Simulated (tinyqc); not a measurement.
Inside a calculation. Model: band-to-band tunnelling and avalanche in a reverse-biased abrupt junction. Computed by tinyqc, a small Python program that keeps every step. Command: `OMP_NUM_THREADS=1 python tinyqc.py 3006638 3006639 out.jsonl zener walk`. One thread of a shared host (Intel(R) Xeon(R) Processor @ 2.30GHz), about 0.01 s of CPU time with the checks. Intermediate numbers are printed to about 7 digits and carried at full precision; extremes and crossings named in words are read from the listed rows.

Direct Kane tunnelling in the local field (for indirect gaps the mass is an effective fit) and one ionisation coefficient for both carriers. N is the doping of the light side, or N_A N_D/(N_A + N_D) for the symmetric junction; the built-in voltage is taken as E_g/e.

Inputs (values chosen for the exercise, modelled on silicon):

| quantity | value | unit |
|---|---|---|
| band gap at 300 K, E_g | 1.15 | eV |
| gap narrowing with temperature, -dE_g/dT | 0.29 | meV/K |
| reduced tunnelling mass m_r | 0.2 | m_0 |
| permittivity eps | 11.7 | - |
| ionisation prefactor a | 1.1e+06 | 1/cm |
| ionisation field at 300 K, b | 1.64e+06 | V/cm |
| relative rise of b with temperature | 8.3 | 1e-4/K |
| effective doping N | 2.4e+17 | 1/cm^3 |
| reverse bias V_R | 2.4 | V |
| current density that defines tunnel breakdown, J_0 | 10 | A/cm^2 |
| temperature T | 300 | K |

Junction: one-sided.

Constants: eps_0 = 8.8541878128e-12 F/m; e = 1.602176634e-19 C; m_0 = 9.1093837015e-31 kg; hbar = 1.054571817e-34 J s.

## Junction at the given bias

E_g(T) = E_g - (T - 300 K)(-dE_g/dT); b(T) = b [1 + (rise)(T - 300 K)]; w = sqrt(2 eps eps_0 (V_R + E_g/e)/(e N)); F_m = 2 (V_R + E_g/e)/w; the field falls linearly from F_m to 0 across w.

E_g(T) = 1.15 eV

depletion width w = 138.3043 nm

peak field F_m = 0.5133608 MV/cm

shortest tunnelling distance E_g/(e F_m) = 22.40140 nm

## Kane coefficients and peak generation rate

Kane: G(F) = A F^2 exp(-B/F), A = e^2 sqrt(m_r)/(18 pi hbar^2 sqrt(E_g)), B = pi sqrt(m_r) E_g^(3/2)/(2 e hbar), SI units; J = e int G dx x V_R/(V_R + E_g/e), the last factor making J vanish at zero bias; int G dx = (w/F_m) int_0^F_m G dF by 64 Gauss-Legendre points.

A = 4.058836e+20 1/(cm s V^2)

B = 31.38377 MV/cm

B/F_m = 61.13395

G(F_m) = 301376.1 1/(cm^3 s)

## Tunnel current and multiplication

Avalanche: I = (w/F_m) int_0^F_m a exp(-b/F) dF by 64 Gauss-Legendre points, M = 1/(1 - I), breakdown at I = 1.

tunnel current density = 6.937909e-21 A/cm^2

ionisation integral I = 0.1276590

The estimate e G(F_m) w (F_m/B) V_R/(V_R + E_g/e), which keeps only the region near the peak, gives 7.39e-21 A/cm^2.

## Which breakdown comes first?

V_Z solves J = J_0 and V_A solves I = 1; the lower one is the breakdown voltage; temperature coefficients by a central difference of +/- 10 K.

tunnel breakdown V_Z = 41.58363 V

avalanche breakdown V_A = 8.385520 V

breakdown voltage = 8.385520 V

dV_Z/dT = -27.97434 mV/K

dV_A/dT = 11.66026 mV/K

Avalanche comes first, at 7.3 E_g/e. V_Z falls on heating because the gap shrinks, and V_A rises because carriers lose more energy to phonons.

## Against the doping

The formulas are those given above.

Breakdown:

| N (1/cm^3) | V_Z (V) | V_A (V) | F_m at breakdown (MV/cm) | first |
|---|---|---|---|---|
| 4.80e+15 | 1.517115e+03 | 89.47135 | 0.366808 | avalanche |
| 1.20e+16 | 6.536564e+02 | 48.37614 | 0.428757 | avalanche |
| 2.90e+16 | 2.908966e+02 | 27.57807 | 0.507639 | avalanche |
| 7.20e+16 | 1.262848e+02 | 16.02388 | 0.618448 | avalanche |
| 1.40e+17 | 6.848503e+01 | 11.07666 | 0.727647 | avalanche |
| 2.40e+17 | 4.158363e+01 | 8.38552 | 0.841358 | avalanche |
| 4.80e+17 | 2.171676e+01 | 6.06867 | 1.035267 | avalanche |
| 1.20e+18 | 8.922651e+00 | 4.29308 | 1.421399 | avalanche |
| 2.90e+18 | 3.487091e+00 | 3.49419 | 2.039505 | tunnelling |

The mechanism changes between 1.20e18 and 2.90e18 per cm^3. Across the table V_Z + E_g/e scales as N^-0.90 and V_A as N^-0.51: tunnelling needs a nearly fixed field, while avalanche in a thinner layer needs a higher one. Rows with V_A below about 5 E_g/e understate it, since the local law ignores the distance a carrier needs to reach the ionisation energy; silicon and germanium junctions change over near 4 to 6 E_g/e.

Checks made by the program: field integral against adaptive quadrature in x (relative difference below 1e-10).
